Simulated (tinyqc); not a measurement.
Two-step dopant diffusion (predeposition and drive-in) with a constant diffusivity. Changing the background doping C_B. Computed by tinyqc, a small Python program. Command: `OMP_NUM_THREADS=1 python tinyqc.py 3024017 3024018 out.jsonl dopdiff sweep`. One thread of a shared host (Intel(R) Xeon(R) Processor @ 2.30GHz), about 0.04 s of CPU time with the checks.

Fick diffusion into a half space x > 0 whose background doping C_B is of the opposite type, so that a junction lies where C = C_B.

Inputs (values chosen for the exercise, modelled on gallium in silicon): prefactor D0 = 0.391 cm^2/s; activation energy E = 3.39 eV; surface concentration C_s = 2.8e+19 1/cm^3; predeposition temperature T1 = 950 C; predeposition time t1 = 20 min; drive-in temperature T2 = 1050 C; drive-in time t2 = 60 min; mean mobility in the layer mu = 210 cm^2/(V s); ramp rate = 10 C/min; stand-by temperature = 800 C.

Furnace ramps of the drive-in: linear ramps.

Constants: k_B = 8.617333262e-05 eV/K; e = 1.602176634e-19 C.

Method:
- D = D0 exp(-E/(k_B T)).
- Temperatures in kelvin are T(C) + 273.15.
- Times in seconds are 60 times the minutes.
- One ramp between the stand-by temperature and T2 adds int D dT / rate (40-point Gauss-Legendre); the usual estimate counts it as an extra time k_B T2^2/(E rate) at T2. (Dt)2 = D2 t2 + two ramps, times in seconds.
- C = C_s erfc(x/(2 sqrt(D1 t1))); dose Q = 2 C_s sqrt(D1 t1/pi); the junction solves erfc(z) = C_B/C_s with x_j = 2 z sqrt(D1 t1).
- With a sealed surface and a thin source, C = Q/sqrt(pi (Dt)2) exp(-x^2/(4 (Dt)2)); x_j = 2 sqrt((Dt)2 ln(C(0)/C_B)); gradient at the junction |dC/dx| = C_B x_j/(2 (Dt)2).
- Net dose Q_net = Q erf(x_j/(2 sqrt((Dt)2))) - C_B x_j; R_s = 1/(e mu Q_net), with every dopant ionised and one mobility.

One run for each value; columns: (1) background doping C_B (1/cm^3); (2) junction depth x_j (um); (3) gradient at the junction (1/cm^4); (4) sheet resistance R_s (Gaussian) (ohm/square); (5) junction depth after predeposition (um):
```
(1)           (2)         (3)     (4)      (5)
1.00e+14  0.89750  2.2866e+19  418.59  0.14733
3.10e+14  0.84657  6.6863e+19  418.70  0.13970
9.90e+14  0.79091  1.9949e+20  419.03  0.13146
3.10e+15  0.73208  5.7820e+20  419.97  0.12288
9.70e+15  0.66812  1.6511e+21  422.71  0.11373
3.00e+16  0.59813  4.5716e+21  430.51  0.10397
9.60e+16  0.51618  1.2625e+22  454.41  0.09302
3.00e+17  0.42071  3.2156e+22  530.76  0.08111
```

Over the rows, junction depth x_j (um) falls from 0.897 to 0.421 (exponent d ln y / d ln x -0.052 between the first rows and -0.18 between the last); gradient at the junction (1/cm^4) rises from 2.29e19 to 3.22e22 (exponent d ln y / d ln x 0.95 between the first rows and 0.82 between the last); sheet resistance R_s (Gaussian) (ohm/square) rises from 419 to 531 (exponent d ln y / d ln x 2.3e-4 between the first rows and 0.14 between the last). The background enters x_j only through a logarithm under a root.

Caution (all rows): C_s exceeds the intrinsic carrier density of silicon at the predeposition temperature (2e18 to 1e19 per cm^3), where real diffusivities rise with concentration and profiles turn box-like.
